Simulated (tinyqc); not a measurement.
Biaxial strain splits the top of the valence band: sp3s* tight binding, strained.

sp3s* tight binding, nearest neighbours only: anion (a) at 0, cation (c) at a/4 (1,1,1), orbitals s, px, py, pz, s* on each; k in units of 2 pi/a. With phases e_j = exp(i (pi/2) k.n_j) for n = (1,1,1), (1,-1,-1), (-1,1,-1), (-1,-1,1): g0 = (e1+e2+e3+e4)/4, g1 = (e1+e2-e3-e4)/4, g2 = (e1-e2+e3-e4)/4, g3 = (e1-e2-e3+e4)/4. The diagonal holds the levels Esa, Epa, Exa (s*) and Esc, Epc, Exc. Anion-cation block: <sa|sc> = Vss g0; <sa|xc> = Vsapc g1; <xa|sc> = -Vscpa g1; <xa|xc> = Vxx g0; <xa|yc> = <ya|xc> = Vxy g3, <xa|zc> = <za|xc> = Vxy g2, <ya|zc> = <za|yc> = Vxy g1; <s*a|xc> = Vxapc g1; <xa|s*c> = -Vpaxc g1; y and z take g2 and g3 in place of g1; s-s* and s*-s* vanish.

Strain e moves each bond vector to d = (1 + e) d0 (no internal displacement for the diagonal strains used here) and k is given in fractions of the strained reciprocal cell, so the phases stay. Two-centre values Vss_sigma = Vss/4, Vsp_sigma = sqrt3 V/4 for each s-p and s*-p pair, Vpp_sigma = (Vxx + 2 Vxy)/4, Vpp_pi = (Vxx - Vxy)/4 are scaled by (d0/d)^eta and combined with the new direction cosines; the levels on the diagonal stay.

Parameters, chosen for this exercise (near a published set for Si, fitted to gaps, whose masses and valley positions are rough; spin-orbit coupling, where it is added without a refit, lifts the valence top and shrinks all gaps by about a third of the splitting; shifted at random, so the results belong to these values and not to a real crystal):
- Esa = -4.209 eV (s level of the anion)
- Epa = 1.714 eV (p level of the anion)
- Esc = -4.209 eV (s level of the cation)
- Epc = 1.714 eV (p level of the cation)
- Exa = 6.694 eV (s* level of the anion)
- Exc = 6.694 eV (s* level of the cation)
- Vss = -8.305 eV (s-s)
- Vxx = 1.716 eV (px-px)
- Vxy = 4.567 eV (px-py)
- Vsapc = 5.735 eV (s anion, p cation)
- Vscpa = 5.735 eV (s cation, p anion)
- Vxapc = 5.385 eV (s* anion, p cation)
- Vpaxc = 5.385 eV (p anion, s* cation)
- eta = 2.5 (scaling exponent)
- D001 = 0.77 (ratio -ezz/exx)

No spin-orbit coupling; k = 0; exx = eyy = e, ezz = -D001 e. The four bonds keep equal lengths, and the sums over them give Vxx(e) for px and py and Vzz(e) for pz; each level is the lower root of [[Epa, V], [V, Epc]], and the s level the upper root of the s block. The shear potential b follows from E(x,y) - E(z) = 3 b (exx - ezz), taken as the slope between e = -0.005 and 0.005.

Couplings and levels at Gamma (eV):
```
e           ezz  Vxx(e)  Vzz(e)   E(x,y)     E(z)  E(x,y) - E(z) (meV)  upper s level
-0.020   0.0154  1.6395  1.9741   0.0745  -0.2601                334.6         4.2657
-0.010   0.0077  1.6787  1.8432   0.0353  -0.1292                164.5         4.1810
-0.005   0.0039  1.6976  1.7791   0.0164  -0.0651                 81.5         4.1385
0.005   -0.0039  1.7339  1.6538  -0.0199   0.0602                -80.1         4.0534
0.010   -0.0077  1.7513  1.5925  -0.0373   0.1215               -158.9         4.0108
0.020   -0.0154  1.7848  1.4726  -0.0708   0.2414               -312.2         3.9254
```

b = -3.045 eV

What does the comparison show, and why?

Under tension in the plane (e > 0) the bonds tilt towards the plane, Vxx grows to 1.7513 and Vzz falls to 1.5925 eV at e = 0.01, and the pz state forms the top of the valence band, by 158.9 meV; under compression (e = -0.01) the px, py pair does, by 164.5 meV. The slope gives b = -3.04 eV, a rough value, since on-site strain terms are left out (measured values lie near -2 eV).

tinyqc: `OMP_NUM_THREADS=1 python tinyqc.py 1450476 1450477 out.jsonl`; about 0.1 s, one thread, shared Intel(R) Xeon(R) Processor @ 2.30GHz.
